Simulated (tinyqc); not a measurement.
## Junction parameters from two forward currents

Question. D(v) = J1 (exp(v/Vt) - 1) + J2 (exp(v/(2 Vt)) - 1). Find J1, J2 and the voltage 2 Vt ln(J2/J1) near which both parts are equal.

Inputs (values chosen for the exercise): temperature T = 330 K.

Constants: q = 1.602176634e-19 C, kB = 1.380649e-23 J/K, Vt = kB T/q. Results are converted to the units shown.

junction voltages (V): 0.31  0.66
currents (uA/um): 6.5447149e-6  0.014478394

Answer. The current is linear in J1 and J2, so two points give two equations.

J1 = 9.50e-13 uA/um
J2 = 2.80e-8 uA/um
crossover = 0.585 V

tinyqc, about 0.2 s, one thread, Intel Xeon 2.30GHz (shared host): `OMP_NUM_THREADS=1 python tinyqc.py 2182022 2182023 out.jsonl`
